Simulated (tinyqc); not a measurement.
Conductance of a narrow metal strip with scatterers (square lattice, Green functions), step by step. Values are carried at full precision from step to step, so a last printed digit may differ when a step is redone from the rounded ones.

A strip of W sites across with hard walls, site energy 0 and hopping -t. Mode n = 1 to W has profile chi_n(j) = sqrt(2/(W + 1)) sin(n j pi/(W + 1)) and energy en = -2t cos(n pi/(W + 1)); E = en - 2t cos(kn a). With z_n = exp(i kn a) (Im k > 0 for closed modes, |z| < 1) each lead gives the self-energy -t z_n in mode n. One column carries the site energies v, here a uniform barrier across the strip, as of a grain boundary. In the mode basis V_nm = sum_j chi_n(j) v_j chi_m(j), G = (E - en + 2 t z_n - V)^-1, and t_nm = 2t sqrt(sin(kn a) sin(km a)) G_nm in size for open modes. T = sum |t_nm|^2, conductance (2e^2/h) T.

Constants: e^2/h = 3.874045865e-05 S.

Parameters, chosen for this exercise (hopping and spacing of the size met in Cu or Al; the lattice is a model; not measured data): t = 1.26 eV (hopping); a = 2.64 angstrom (spacing); W = 5 (sites across); E = -2 eV (Fermi energy); v = (2.2, 2.2, 2.2, 2.2, 2.2) eV (site energies in the scattering column).

## Modes at the Fermi energy

For each n: en, cos(kn a) = (en - E)/(2t), z_n and the velocity 2 t a sin(kn a) (zero if closed).

Modes:
```
n  en (eV)  cos(k a)                  z  dE/dk (eV angstrom)
1  -2.1824  -0.07237  -0.07237+0.99738i               6.6354
2  -1.2600   0.29365   0.29365+0.95591i               6.3595
3   0.0000   0.79365   0.79365+0.60837i               4.0474
4   1.2600   1.29365            0.47296               0.0000
5   2.1824   1.65968            0.33509               0.0000
```

3 of 5 modes are open, so the clean strip has a resistance of 4302 ohm, whatever its length.

## The scatterer in the mode basis

Form V_nm.

V (eV):
```
        n=1     n=2     n=3     n=4     n=5
n=1  2.2000       0       0       0       0
n=2       0  2.2000       0       0       0
n=3       0       0  2.2000       0       0
n=4       0       0       0  2.2000       0
n=5       0       0       0       0  2.2000
```

A uniform column does not mix the modes.

## Green function and transmission

E - en + 2 t z_n = 2t (z_n - cos(kn a)). Invert, form |t_nm|^2 = (2t)^2 Im(z_n) Im(z_m) |G_nm|^2 and sum. The added resistance is 1/(2 (e^2/h) T) less the same for the clean strip.

G (1/eV):
```
                 n=1              n=2              n=3      n=4      n=5
n=1  -0.1972-0.2253i           0.0000           0.0000   0.0000   0.0000
n=2           0.0000  -0.2067-0.2263i           0.0000   0.0000   0.0000
n=3           0.0000           0.0000  -0.3060-0.2132i   0.0000   0.0000
n=4           0.0000           0.0000           0.0000  -0.2343   0.0000
n=5           0.0000           0.0000           0.0000   0.0000  -0.1806
```

|t_nm|^2:
```
        n=1     n=2     n=3  n=4  n=5
n=1  0.5662       0       0    0    0
n=2       0  0.5452       0    0    0
n=3       0       0  0.3269    0    0
n=4       0       0       0    0    0
n=5       0       0       0    0    0
```

T = 1.4383
added resistance = 4671 ohm

Mode 3 passes least (0.327) and mode 1 most (0.566); 0.0 % of the transmitted flux changes mode.

## Checks

- Transmitted plus reflected flux against the number of open modes: both 3.00000.

Run: tinyqc, `OMP_NUM_THREADS=1 python tinyqc.py 1481994 1481995 out.jsonl`; Intel(R) Xeon(R) Processor @ 2.30GHz, one thread, shared host; about 0.01 s of CPU time with all checks.
